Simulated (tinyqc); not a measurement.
The decay curve: photoconductance decay in a wafer: bulk and surface recombination modes, and iron detection by pair splitting. Computed by tinyqc, a small Python program. Command: `OMP_NUM_THREADS=1 python tinyqc.py 3112040 3112041 out.jsonl pcd walk`. One thread of a shared host (Intel(R) Xeon(R) Processor @ 2.30GHz), about 0.01 s of CPU time with the checks.

Both faces of the wafer have the same S; injection is low and all coefficients are constant. x runs from -W/2 to W/2.

Inputs (values chosen for the exercise, modelled on p-type silicon):
```
quantity,value,unit
thickness W,775,micrometre
diffusivity D,22.1,cm^2/s
bulk lifetime tau_b without iron,45,microsecond
surface recombination velocity S,2600,cm/s
absorption coefficient alpha,19,1/cm
```

Method:
- Even modes cos(a x) obey b tan b = S W/(2 D) with b = a W/2, odd modes sin(a x) obey -b cot b = S W/(2 D); each decays at the rate 1/tau_b + D a^2.
- tau_eff is the decay time of the first mode. The surface time is 1/(D a^2) of that mode; shortcuts for it are W/(2 S), W^2/(pi^2 D) and their sum, whose error is sum/surface time - 1.
- Light from one face makes n(x, 0) proportional to exp(-alpha (x + W/2)). Only even modes carry the thickness average: weight c_n = [sin b/b] int n cos(a x) dx / (int cos^2(a x) dx x mean n), with int exp(-alpha (x + W/2)) cos(a x) dx = [alpha cos b (1 - E) + a sin b (1 + E)]/(alpha^2 + a^2), E = exp(-alpha W), and int cos^2 = W/2 + sin(2 b)/(2 a).
- Mean density = sum_n c_n exp(-t/tau_n) over 60 modes; the local decay time is -1/(d ln n/dt).

W^2/(pi^2 D) = 27.5367 microsecond

tau_eff = 21.3339 microsecond

Decay:
```
t / (W^2/(pi^2 D)),t (microsecond),mean density/start,local decay time (microsecond)
0.02,0.551,0.95629,13.545
0.05,1.377,0.90338,15.344
0.10,2.754,0.83006,17.062
0.20,5.507,0.71285,18.935
0.50,13.768,0.47305,20.879
1.00,27.537,0.24696,21.308
2.00,55.073,0.06791,21.334
```

The local decay time goes from 13.5 to 21.3 microsecond against tau_eff = 21.3. Early on higher modes speed the decay, so a fit must start late.
